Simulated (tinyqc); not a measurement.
Extrapolating accelerated tests: lateral field, substrate current, probability of reaching the oxide barrier and hot-carrier lifetime of a silicon transistor (pseudo-two-dimensional and lucky-electron models). Computed by tinyqc, a small Python program. Command: `OMP_NUM_THREADS=1 python tinyqc.py 3030881 3030882 out.jsonl hotcar walk`. One thread of a shared host (Intel(R) Xeon(R) Processor @ 2.30GHz), about 0.01 s of CPU time with the checks.

Local-field models: a lucky carrier gains its energy at the peak field over a path free of collisions. Voltages are magnitudes.

Inputs (values chosen for the exercise, modelled on a silicon n-channel):
```
quantity                              value                      unit
channel length L                        250                        nm
oxide thickness t                         5                        nm
junction depth x_j                       87                        nm
mobility mu                             350                cm^2/(V s)
saturation velocity v_s                0.85                  1e7 cm/s
threshold voltage V_T                  0.57                         V
gate voltage V_G                        1.6                         V
drain voltage V_D                       2.8                         V
ionisation prefactor A_i              2e+06                      1/cm
ionisation field B_i                   1.73                     MV/cm
hot-carrier mean free path lambda       8.2                        nm
oxide barrier phi_b                     3.1                        eV
interface-trap threshold phi_it         3.8                        eV
lifetime constant H                       4  s microampere/micrometre
length of the depleted extension L_n     17                        nm
```

Drain: lightly doped extension.

Constants: eps_0 = 8.8541878128e-12 F/m.

Method:
- C_ox = 3.9 eps_0/t; F_sat = 2 v_s/mu; V_Dsat = V_ov F_sat L/(V_ov + F_sat L), V_ov = V_G - V_T; I_D/W = C_ox v_s (V_ov - V_Dsat).
- Scale length l = 0.22 t^(1/3) x_j^(1/2) (all in cm); F_m = sqrt(((V_D - V_Dsat)/l_e)^2 + F_sat^2), with l_e = l + L_n; length of the velocity-saturated region l_e ln((V_D - V_Dsat)/(l_e F_sat) + F_m/F_sat).
- Substrate current I_sub/I_D = (A_i/B_i)(V_D - V_Dsat) exp(-B_i/F_m); probability of reaching the oxide barrier exp(-phi_b/(e lambda F_m)); lifetime tau = (H/(I_D/W)) exp(phi_it/(e lambda F_m)).
- V_10 solves tau = 3.156e8 s at the given V_G. The extrapolation fits ln(tau) against 1/V_D at 1, 1.08, 1.16 and 1.25 times the given V_D (rounded to 3 digits) by least squares and reads off the same tau.

V_Dsat = 0.557288 V

Stress points:
```
V_D (V)  1/V_D (1/V)  tau (s)
2.80         0.35714    17366
3.02         0.33113     5090
3.25         0.30769     1739
3.50         0.28571      652
```

ten-year drain voltage V_10 = 1.8484 V

V_10 from the 1/V_D extrapolation = 1.7517 V

What does the comparison show, and why?

The extrapolation is 97 mV below the true value: ln(tau) is nearly linear in 1/(V_D - V_Dsat), not in 1/V_D, so the straight line errs on the safe side when one extrapolates down. At V_10 the available energy e V_D is below phi_it, so the model understates the lifetime there.

Extremes, crossings and ranges named in words are read from the listed rows.
